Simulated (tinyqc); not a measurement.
Octagonal on-chip spiral inductor, lumped pi model: quality factor against frequency.

Outer diameter do = di + 2 n wd + 2 (n - 1) sp, mean da = (do + di)/2, fill p = (do - di)/(do + di), length l = 3.314 n da. L = 2.25 mu0 n^2 da/(1 + 3.55 p), mu0 = 4 pi 1e-7 H/m. Rs = rho l/(wd delta (1 - exp(-th/delta))), delta = sqrt(rho/(pi f mu0)). Cs = n wd^2 eps0 eo/hu across the coil. At each end Cox = l wd eps0 eo/(2 ho) leads to the substrate branch Rsi = 2 rs he/(l wd) in parallel with Csi = l wd eps0 11.7/(2 he). With one end grounded Y = 1/(Rs + i w L) + i w Cs + 1/[1/(i w Cox) + 1/(1/Rsi + i w Csi)], w = 2 pi f; Q = -Im Y/Re Y. Eddy currents in neighbouring turns and in the substrate are left out.

Apparent inductance Im(1/Y)/w; share of the loss Re(substrate branch)/Re Y.

Values chosen for this exercise; values of the order met in silicon radio-frequency processes: number of turns n = 6.5; line width wd = 20 um; space between turns sp = 3 um; inner diameter di = 80 um; metal thickness th = 0.9 um; metal resistivity rho = 2.2 uohm cm; oxide below the coil ho = 6.8 um; oxide between coil and underpass hu = 1.1 um; relative permittivity of the oxide eo = 3.9; substrate resistivity rs = 100 ohm cm; effective spreading depth in the substrate he = 50 um.

Constants: eps0 = 8.8541878128e-12 F/m. Results are converted to the units shown.

Quality factor against frequency:
```
f (GHz)  Rs (ohm)  w L/Rs       Q  apparent inductance (nH)  loss in the substrate (%)
0.074       6.278  0.6080  0.6066                     8.199                    0.01138
0.12        6.366  0.9723  0.9689                     8.205                    0.04127
0.2         6.486   1.590   1.579                     8.219                     0.1889
0.32        6.629   2.490   2.444                     8.252                     0.7938
0.53        6.829   4.003   3.788                     8.335                      3.246
0.87        7.086   6.332   5.415                     8.544                      10.20
1.4         7.409   9.746   6.590                     9.099                      24.12
2.3         7.852   15.11   5.907                     11.06                      46.06
3.8         8.451   23.19   1.947                     24.14                      68.86
```

Read the table: what changes, and by how much?

Q goes from 0.607 through a maximum of 6.59 (at f = 1.4 GHz among the rows listed) to 1.95; the exact peak is 6.67 at 1.60 GHz and Q reaches zero at the self-resonance, 4.46 GHz. The share of the substrate rises from 0.0114 to 68.9 %, and the apparent inductance ends at 2.94 times L. At the peak the substrate takes 29.4 % of the loss.

Numbers from tinyqc (`OMP_NUM_THREADS=1 python tinyqc.py 2302170 2302171 out.jsonl`; about 0.01 s on one thread of a shared Intel Xeon 2.30GHz).
